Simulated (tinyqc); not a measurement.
## Strained alloy layer of InAs and GaAs on (001) InP, model-solid band line-up: gaps, strain and offsets against composition

The layer is x parts of the first compound and 1 - x of the second, grown coherently on the third as substrate and barrier. Rows of the table: lattice constant a, average valence level Ea on an absolute scale, spin-orbit splitting so, gaps at Gamma, X and L, hydrostatic deformation potentials av and ac (Gamma), shear potential b, elastic constants, electron and heavy-hole (along z) masses. All are interpolated linearly in x; gaps get -C x (1 - x), taken wholly in the conduction band; real line-ups can differ from this model by 0.1 eV or more.

In-plane strain e = (a_substrate - a)/a, e_z = -2 (c12/c11) e, volume change 2 e + e_z. With v = 2 e + e_z and d = 2 b (e_z - e): Eav = Ea + av v; E_hh = Eav + so/3 - d/2; E_lh = Eav - so/6 + d/4 + sqrt(so^2 + so d + 9 d^2/4)/2; E_c = Ea + so/3 + EG + ac v (Gamma). Substrate: E_v = Ea + so/3, E_c = E_v + EG. Well depths: dEc = E_c(substrate) - E_c, dEhh = E_hh - E_v(substrate), dElh likewise; strained Gamma gap E_c - max(E_hh, E_lh); positive values confine carriers in the layer. Matthews-Blakeslee for 60-degree dislocations in a single layer: hc = k (ln(hc/bv) + 1), k = bv (1 - nu/4)/(4 pi |e| (1 + nu)), nu = c12/(c11 + c12), bv = a/sqrt(2); the larger root. The valence offset is the larger of dEhh and dElh; a dash marks |e| under 0.02 % or no root.

Inputs (values chosen for the exercise):
- CG = 0.477 eV (bowing of the Gamma gap)
- CX = 1.4 eV (bowing of the X gap)
- CL = 0.33 eV (bowing of the L gap)

Binary compounds, values chosen for the exercise:

|  | close to InAs | close to GaAs | close to InP |
|---|---|---|---|
| a (angstrom) | 6.058 | 5.653 | 5.869 |
| Ea (eV) | -6.67 | -6.92 | -7.04 |
| so (eV) | 0.385 | 0.338 | 0.11 |
| EG (eV) | 0.355 | 1.41 | 1.33 |
| EX (eV) | 1.37 | 1.91 | 2.18 |
| EL (eV) | 1.08 | 1.69 | 1.95 |
| av (eV) | 1.01 | 1.15 | 1.27 |
| ac (eV) | -5.12 | -7.27 | -5.01 |
| b (eV) | -1.81 | -1.71 | -1.72 |
| c11 (GPa) | 84.3 | 118 | 102 |
| c12 (GPa) | 45.3 | 53.6 | 55.9 |
| me (m0) | 0.0228 | 0.0664 | 0.0797 |
| mh (m0) | 0.334 | 0.351 | 0.535 |

Result of one run:

| x | e (%) | relaxed Gamma gap (eV) | lower of X and L gaps (eV) | strained Gamma gap (eV) | E_hh - E_lh (meV) | dEc (eV) | valence offset (eV) | hc (nm) |
|---|---|---|---|---|---|---|---|---|
| 0.66 | -0.8665 | 0.6067 | 1.213 | 0.6354 | 56.17 | 0.3016 | 0.3931 | 11.4 |

What becomes of these results when the fraction of the first compound in the layer x is changed from 0.66 to 0.82, all else the same?

Result of the changed run:

| x | e (%) | relaxed Gamma gap (eV) | lower of X and L gaps (eV) | strained Gamma gap (eV) | E_hh - E_lh (meV) | dEc (eV) | valence offset (eV) | hc (nm) |
|---|---|---|---|---|---|---|---|---|
| 0.82 | -1.940 | 0.4745 | 1.141 | 0.5261 | 111.7 | 0.3386 | 0.4652 | 3.78 |

The whole series:

| x | e (%) | relaxed Gamma gap (eV) | lower of X and L gaps (eV) | strained Gamma gap (eV) | E_hh - E_lh (meV) | dEc (eV) | valence offset (eV) | hc (nm) |
|---|---|---|---|---|---|---|---|---|
| 0.25 | 1.994 | 1.057 | 1.476 | 0.8033 | -154.9 | 0.1530 | 0.3737 | 3.60 |
| 0.33 | 1.423 | 0.9564 | 1.416 | 0.7823 | -108.2 | 0.1878 | 0.3599 | 5.81 |
| 0.41 | 0.8584 | 0.8621 | 1.350 | 0.7615 | -63.48 | 0.2198 | 0.3486 | 11.4 |
| 0.49 | 0.2999 | 0.7738 | 1.296 | 0.7404 | -21.44 | 0.2491 | 0.3405 | 42.8 |
| 0.57 | -0.2524 | 0.6917 | 1.259 | 0.7010 | 17.30 | 0.2754 | 0.3536 | 52.8 |
| 0.66 | -0.8665 | 0.6067 | 1.213 | 0.6354 | 56.17 | 0.3016 | 0.3931 | 11.4 |
| 0.74 | -1.406 | 0.5375 | 1.175 | 0.5795 | 86.12 | 0.3216 | 0.4288 | 5.95 |
| 0.82 | -1.940 | 0.4745 | 1.141 | 0.5261 | 111.7 | 0.3386 | 0.4652 | 3.78 |
| 0.9 | -2.468 | 0.4176 | 1.111 | 0.4751 | 133.2 | 0.3526 | 0.5023 | 2.63 |

The relaxed Gamma gap falls from 1.06 to 0.418 eV and the strained one falls from 0.803 to 0.475 eV. The lattice matches the substrate at x = 0.533; the heavy hole is on top where the layer is compressed (e < 0) and the light hole where it is stretched. dEc rises from 0.153 to 0.353 eV and the valence offset goes from 0.374 through a minimum of 0.341 (at x = 0.49 among the rows listed) to 0.502 eV. At the largest strain listed, -2.47 %, strain changes the gap by 57.5 meV.

Program tinyqc, `OMP_NUM_THREADS=1 python tinyqc.py 2690098 2690099 out.jsonl`; Intel Xeon 2.30GHz, shared host, one thread, about 0.01 s.
